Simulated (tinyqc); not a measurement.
Heisenberg spin cluster by exact diagonalisation: multiplets, susceptibility, level crossings: one step, computed by the program tinyqc.

H = J1 sum S_i.S_j over the bonds 1-2, 3-4 + J2 sum over 2-3 - g mu_B B S_z; J > 0 is antiferromagnetic.

Question. Thermal averages at zero field. Z = sum k (2S + 1) exp(-E/(k_B T)) over the table, k the number of multiplets; <S^2> likewise with the factor S (S + 1); chi T = N_A g^2 mu_B^2 <S^2>/(3 k_B) = 0.125049 g^2 <S^2> cm^3 K/mol (cgs, per mole of clusters); C = (<E^2> - <E>^2)/(k_B T)^2; entropy = ln Z + <E>/(k_B T).

Inputs (values chosen for the exercise, for a model cluster): g factor = 2.08; temperature T = 23 K.

Cluster: chain of four, J1 outer bonds and J2 in the middle. Spin s of each site: 0.5.

Levels at B = 0:
```
E (meV),total S,number of multiplets
-2.922781,0,1
-1.210000,1,1
-0.832405,1,1
0.710000,2,1
1.332405,1,1
1.502781,0,1
```

Constants: k_B = 8.617333262e-05 eV/K.

Give: <S^2>; chi T; heat capacity; entropy.

Answer.

<S^2> = 2.216

chi T = 1.199 cm^3 K/mol

heat capacity = 0.4826 k_B

entropy = 2.538 k_B

Free spins would give <S^2> = 3 and the entropy 2.773 k_B; chi T is 74 % of the free value.
